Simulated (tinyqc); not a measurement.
Inside a calculation: nanosheet or nanowire with hard walls, valleys of the Si type. Values are carried at full precision from step to step, so a last printed digit may differ when a step is redone from the rounded ones.

Six ellipsoidal valleys along the cube axes: inverse mass tensor w = 1/mt + (1/ml - 1/mt) a a^T with a the unit axis. Device axes: x along the channel, z = [001], y = z x x.

Constants: hbar^2/2m0 = 3.80998211 eV angstrom^2; hbar = 6.58211957e-16 eV s; e^2/h = 3.874045865e-05 S; kB = 8.617333262e-05 eV/K.

Parameters, chosen for this exercise (near those of Si; shifted at random, so the results belong to these values and not to a real crystal): ml = 0.913 m0 (longitudinal mass); mt = 0.187 m0 (transverse mass); channel = 100 (transport direction x on a (001) wafer); W = 70 angstrom (width, along y); H = 54 angstrom (height, along z = [001]); dE = 0.084 eV (EF above the lowest subband edge); T = 77 K (temperature); g_all = 6 (number of valleys).

## Valley masses for a [100] channel

Rotate w into the device axes and group equal valleys (|w_yz| counts); order by w_zz, then w_yy. 1/m_x = w_xx - w_xc w_c^-1 w_cx with c the block (y, z).

Valleys:
```
group  valleys g    w_yy    w_zz  |w_yz|  m_x (m0)
A              2  5.3476  1.0953  0.0000    0.1870
B              2  1.0953  5.3476  0.0000    0.1870
C              2  5.3476  5.3476  0.0000    0.9130
```

The lightest transport mass, 0.187 m0, belongs to groups A and B.

## One-dimensional subbands

Hard walls around a W x H rectangle. The block w_c of w in (y, z) confines; the transport mass follows from 1/m_x = w_xx - w_xc w_c^-1 w_cx. The cross-section problem c (w_yy ky^2 + 2 w_yz ky kz + w_zz kz^2), c = hbar^2/2m0, is solved in products sin(n pi y/W) sin(l pi z/H), n, l = 1 to 12; if w_yz = 0 the levels are c pi^2 (w_yy n^2/W^2 + w_zz l^2/H^2). The w_yz term couples (n, l) to (n', l') by -2 c w_yz D_nn'(W) D_ll'(H) with D_nm(L) = 4 n m/(L (n^2 - m^2)) for n + m odd and 0 otherwise.

The ten lowest levels of all groups together, numbered within each group.

Subbands:
```
label  valleys g  m_x (m0)  E (eV)
A1             2    0.1870  0.0552
B1             2    0.1870  0.0774
A2             2    0.1870  0.0975
B2             2    0.1870  0.1026
C1             2    0.9130  0.1100
B3             2    0.1870  0.1446
A3             2    0.1870  0.1682
A4             2    0.1870  0.1783
B4             2    0.1870  0.2034
A5             2    0.1870  0.2206
```

The lowest subband is A1; the number of further ones in the list within kB T = 6.6 meV of it at 77 K is 0.

## Modes, density and velocity at zero temperature

With EF = E_lowest + dE, each subband below EF has k_F = sqrt(m_x (EF - E)/c), carries n = 2 g k_F/pi electrons per length (spin included), moves at v = 2 c k_F/(hbar m_x) and adds 2 g e^2/h to the ballistic conductance; c = hbar^2/2m0, 1 angstrom/s = 1e-8 cm/s.

Occupied subbands:
```
label  k_F (1/angstrom)  n (1/nm)  v (1e7 cm/s)
A1               0.0642     0.818          3.98
B1               0.0551     0.701          3.41
A2               0.0452     0.576          2.80
B2               0.0424     0.540          2.62
C1               0.0836     1.064          1.06
```

total n = 3.698 1/nm
ballistic conductance = 774.8 microsiemens

EF lies below the last listed level, so the count is complete for these valleys (other families, and non-parabolicity above about 0.2 eV, are left out): 5 subbands with 10 valley modes. The Fermi velocity, averaged with the densities as weights, is 2.65 x 1e7 cm/s; the mean over all filled states moving one way is half of it.

## Threshold shift from confinement

Without degeneracy the line density is N1 exp((EF - Ec)/kB T) with N1 = sum 2 g sqrt(m_x kB T/(4 pi c)) exp(-E/kB T), here over n, l up to 80 where w_yz = 0 and over all levels of a 12 x 12 sine basis otherwise; the classical value is W H Nc with Nc = 2 g_all (m_dos kB T/(4 pi c))^(3/2), m_dos = (ml mt^2)^(1/3); dVt = kB T ln(W H Nc/N1).

Form N1, W H Nc and dVt.

N1 = 5.184e-05 1/nm
W H Nc = 0.1322 1/nm
dVt = 52.0 mV

## Checks

- Lowest level of group A on a 40 x 40 difference grid against the sine basis, eV: both 0.055.

Program tinyqc; command `OMP_NUM_THREADS=1 python tinyqc.py 1280893 1280894 out.jsonl`; about 0.04 s on one thread of a shared Intel(R) Xeon(R) Processor @ 2.30GHz.
